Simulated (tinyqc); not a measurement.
Single-electron transistor, orthodox theory and master equation: linear conductance against temperature.

A metal island with n extra electrons joins the left lead (voltage V) and the right lead (0 V) by tunnel junctions and couples to a gate. Cs = CL + CR + Cg. Adding electron n + 1 costs mu(n) = [q (n + 1/2) - CL V - Cg Vg]/Cs (in volts); the Fermi levels are -V (left) and 0 (right). A jump that gains the energy W has the rate G(W) = (W/q)/(R [1 - exp(-W/Vt)]), W in volts, Vt = kB T/q. Sequential tunnelling only; I > 0 flows from left to right.

Onto the island: from the left W = -V - mu(n), from the right W = -mu(n); off the island (n + 1 to n): to the left W = mu(n) + V, to the right W = mu(n). Steady state: p(n + 1)/p(n) = (sum of on rates)/(sum of off rates), normalised. I = q sum_n [p(n + 1) (off to left) - p(n) (on from left)]. Enough charge states are kept that the digits shown do not change. The conductance is dI/dV at V = 0 times RL + RR, at Vg = q/(2 Cg) (peak) and Vg = 0 (valley).

Inputs (values chosen for the exercise):

| symbol | value | unit | meaning |
|---|---|---|---|
| CL | 34 | aF | capacitance of the left junction |
| CR | 44 | aF | capacitance of the right junction |
| Cg | 9.6 | aF | gate capacitance |
| RL | 590 | kohm | resistance of the left junction |
| RR | 12000 | kohm | resistance of the right junction |

Constants: q = 1.602176634e-19 C, kB = 1.380649e-23 J/K, Vt = kB T/q. Results are converted to the units shown.

Results:

| T (K) | kB T/(q^2/Cs) | peak | valley |
|---|---|---|---|
| 0.55 | 0.02591 | 0.5000 | 1.610e-7 |
| 0.86 | 0.04052 | 0.5000 | 1.080e-4 |
| 1.4 | 0.06596 | 0.5000 | 0.007735 |
| 2.2 | 0.1037 | 0.5006 | 0.07693 |
| 3.5 | 0.1649 | 0.5129 | 0.2803 |
| 5.5 | 0.2591 | 0.5712 | 0.5117 |
| 14 | 0.6596 | 0.7810 | 0.7809 |

Estimate the missing row, T = 8.7 K.

Computed row:

| T (K) | kB T/(q^2/Cs) | peak | valley |
|---|---|---|---|
| 8.7 | 0.4099 | 0.6768 | 0.6723 |

With this row back in the table: At low temperature the peak is 0.500, the limit 1/2 of a metal island with only two charge states in play; it rises from 0.500 to 0.781, and the valley rises from 1.61e-7 to 0.781. Among the rows the valley is within 10 % of the peak from kB T = 0.41 q^2/Cs on: the oscillation is washed out.

Range of the model: Cotunnelling, which dominates deep in the blockade, is left out.

Program tinyqc, `OMP_NUM_THREADS=1 python tinyqc.py 2780105 2780106 out.jsonl`; Intel Xeon 2.30GHz, shared host, one thread, about 0.01 s.
